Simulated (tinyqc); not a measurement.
From results back to parameters: effective work function and flat-band voltage of a metal/high-k/SiO2/Si stack with a dipole layer. Two cases, with inputs chosen for the exercise.

Problem. Three stacks with (t1, t2) = (8, 20), (30, 20) and (8, 60) angstrom have the flat-band voltages below. VFB = W0 - (chi + dEF) - 4 pi e2 [Q1 EOT + Q2 x2]/3.9 with x2 = t2 3.9/eps2, EOT = t1 + x2, e2 = e^2/4 pi eps0, 1 cm^-2 = 1e-16 angstrom^-2; W0 is the work function with the dipole step.

Constants: e^2/(4 pi eps0) = 14.39964547 eV angstrom.

Case 1.

Values chosen (out of a larger set: a stack on Si capped with a magnesium-like oxide; not measured data): chi = 4.055 eV (electron affinity of the channel); dEF = 0.411 eV (Ec - EF in the channel); eps = (3.9, 16.3) (their dielectric constants).

VFB (V): 0.2247433  0.2400546  0.2154182

Case 2.

Values chosen (out of a larger set: a stack on Si capped with a magnesium-like oxide; not measured data): chi = 4.055 eV (electron affinity of the channel); dEF = 0.282 eV (Ec - EF in the channel); eps = (3.9, 16) (their dielectric constants).

VFB (V): -0.1442993  -0.1014278  -0.1167042

Find: Q1; Q2; W0.

Solution. The first two stacks differ in t1 alone and give Q1; the first and third give Q1 + Q2; W0 follows from any of them.

Case 1.

Q1 = -1.5e+11 e/cm^2
Q2 = 3.6e+11 e/cm^2
W0 = 4.690 eV

Case 2.

Q1 = -4.2e+11 e/cm^2
Q2 = -1.9e+11 e/cm^2
W0 = 4.163 eV

Computed by tinyqc, one run a case: `OMP_NUM_THREADS=1 python tinyqc.py N N+1 out.jsonl` with N = 1850546, 1850556; one thread of a shared Intel(R) Xeon(R) Processor @ 2.30GHz, about 0.01 s a run at most.
